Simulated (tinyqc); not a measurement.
Worked calculation: density of states of one tight-binding band on the square lattice. Values are carried at full precision from step to step, so a last printed digit may differ when a step is redone from the rounded ones.

E(k) = -2 t (c1 + c2) - 4 t2 c1 c2 with ci = cos(2 pi ki); k in fractions of the reciprocal vectors, mesh k_i = j/N with j = 0 .. N-1. Densities are per cell and per spin, so the band holds one state.

Inputs chosen for the exercise:
```
symbol  value   unit  meaning
t       1.37    eV    nearest hopping
t2      -0.14   eV    second hopping
N       6             mesh points along each axis
bins    8             bins of the histogram
E_lo    -5.013  eV    lower end of the histogram
E_hi    6.117   eV    upper end
E       -2.14   eV    energy at which the density is wanted
sigma   0.274   eV    Gaussian width
```

## Energies on the mesh

Evaluate the band at all 36 points and collect equal values.

Distinct energies:
```
E_k (eV),points
-4.9200,1
-3.8300,4
-2.6000,4
-1.6500,4
-0.5600,2
-0.1400,8
1.0900,4
2.8800,4
4.3900,4
6.0400,1
```

The 36 points give 10 distinct energies between -4.9200 and 6.0400 eV; a dense mesh gives a band from -4.920 to 6.040 eV.

## Histogram

Count the points in equal bins from E_lo to E_hi; g = count/(all points x bin width).

Histogram:
```
from (eV),to (eV),points,g (1/eV)
-5.0130,-3.6218,5,0.0998
-3.6218,-2.2305,4,0.0799
-2.2305,-0.8393,4,0.0799
-0.8393,0.5520,10,0.1997
0.5520,1.9432,4,0.0799
1.9432,3.3345,4,0.0799
3.3345,4.7257,4,0.0799
4.7257,6.1170,1,0.0200
```

Empty bins: 0 of 8; the fullest holds 10 points.

## Gaussian broadening at one energy

Gaussian broadening: g(E) = mean over the mesh of exp(-(E - E_k)^2/(2 sigma^2))/(sigma sqrt(2 pi)), n(E) = mean of erfc((E_k - E)/(sigma sqrt 2))/2.

Sum over the distinct energies with their counts.

n(E) = 0.2489
g(E) = 0.0722 1/eV

## One triangle of the mesh

For corner energies e1 <= e2 <= e3 and eij = ei - ej, the share of the triangle below E is n = (E - e1)^2/(e21 e31) for e1 < E < e2 and n = 1 - (e3 - E)^2/(e31 e32) for e2 < E < e3; its density of states is g = dn/dE.

corner energies, sorted (eV): -2.6000  -0.1400  2.8800

Find its share below E and its density of states at E.

n = 0.0157
g = 0.0682 1/eV

E lies between corners 1 and 2.

## Sum over all linear triangles

Each square of the mesh is cut along (i, j)-(i+1, j+1) into two triangles. For corner energies e1 <= e2 <= e3 and eij = ei - ej, the share of the triangle below E is n = (E - e1)^2/(e21 e31) for e1 < E < e2 and n = 1 - (e3 - E)^2/(e31 e32) for e2 < E < e3; its density of states is g = dn/dE.

Average n and g over all pieces of the mesh. The reference uses the same method with N = 240.

n(E) = 0.2179
g(E) = 0.1040 1/eV
reference n(E) = 0.238
reference g(E) = 0.104 1/eV

On this mesh the linear method errs by 0.000 1/eV in g and -0.020 in n; the Gaussian sum erred by -0.032 and +0.011.

## Checks

- States below the top of the band by the linear method against one: both 1.000000.

(tinyqc, `OMP_NUM_THREADS=1 python tinyqc.py 1681434 1681435 out.jsonl`, Intel(R) Xeon(R) Processor @ 2.30GHz, 1 thread, shared host, about 0.08 s.)
